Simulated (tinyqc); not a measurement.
Worked calculation: sp3 tight binding, zinc-blende lattice. One step of it, computed by the program tinyqc.

Question. Bloch Hamiltonian at L. Slater-Koster rules over the four bonds with direction cosines (l, m, n): ss V_ss; s-px l V_sp; px-s -l V_sp; px-px l^2 V_pps + (1 - l^2) V_ppp; px-py l m (V_pps - V_ppp); each times exp(i k.d).

Parameters chosen for this model: zinc-blende lattice, anion at 0, cation at a/4 (1,1,1); V = eta hbar^2 / (m d^2), hbar^2/m = 7.619964 eV angstrom^2:

| parameter | value | unit |
|---|---|---|
| a | 4.210000 | angstrom |
| d | 1.822983 | angstrom |
| Es anion | -15.110000 | eV |
| Ep anion | -6.550000 | eV |
| Es cation | -15.110000 | eV |
| Ep cation | -6.550000 | eV |
| eta ss | -1.400000 |  |
| eta sp | 1.840000 |  |
| eta pp sigma | 3.240000 |  |
| eta pp pi | -0.810000 |  |
| V ss | -3.210077 | eV |
| V sp | 4.218959 | eV |
| V pp sigma | 7.429036 | eV |
| V pp pi | -1.857259 | eV |

k point L (2 pi / a): 0.500000  0.500000  0.500000

Give: H(k) at L.

Answer.

H(k) at L (eV), lower triangle (Hermitian):
```
                  a s             a px             a py             a pz
a s          -15.1100
a px           0.0000          -6.5500
a py           0.0000           0.0000          -6.5500
a pz           0.0000           0.0000           0.0000          -6.5500
c s   -4.5397-4.5397i   3.4448+3.4448i   3.4448+3.4448i   3.4448+3.4448i
c px  -3.4448-3.4448i   1.7510+1.7510i  -4.3776-4.3776i  -4.3776-4.3776i
c py  -3.4448-3.4448i  -4.3776-4.3776i   1.7510+1.7510i  -4.3776-4.3776i
c pz  -3.4448-3.4448i  -4.3776-4.3776i  -4.3776-4.3776i   1.7510+1.7510i

           c s     c px     c py     c pz
c s   -15.1100
c px    0.0000  -6.5500
c py    0.0000   0.0000  -6.5500
c pz    0.0000   0.0000   0.0000  -6.5500
```
